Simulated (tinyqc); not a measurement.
Voltage acceleration of oxide breakdown, four models on the same data: one step of the calculation.

Field E = V/tox in MV/cm. Models: ln(t63/1 s) = a - c X with X = E (E model), -1/E (1/E model), ln V (power law, c the exponent n) or sqrt(E).

Problem. Fitting the models. The three stress times were made with the E model, c = 2.42, and are treated as data. For each model fit ln t63 on X by least squares over the three points.

Inputs (values chosen for the exercise):
```
symbol  value  unit          meaning
tox       2.5    nm  oxide thickness
```

```
stress  V (V)  t63 (s)
0        2.76    54870
1        3.34      200
2        3.77    3.114
```

Wanted: c; a; largest misfit in ln t63 (0: below 0.002).

Solution.

```
model       c       a  largest misfit in ln t63 (0: below 0.002)
E       2.420   37.63                                     0.0000
1/E     397.2  -24.90                                     0.4682
power   31.18   42.66                                     0.2397
sqrt E  17.40   68.77                                     0.1210
```

The worst misfit of any model is 0.47 in ln t63, a factor of 1.60 in time, comparable to the scatter of t63 from small samples, so such data hardly tell the models apart.

Range of the model: All four laws are empirical fits; none is established far below the stress range.

Program tinyqc, `OMP_NUM_THREADS=1 python tinyqc.py 2070120 2070121 out.jsonl`; Intel Xeon 2.30GHz, shared host, one thread, about 0.01 s.
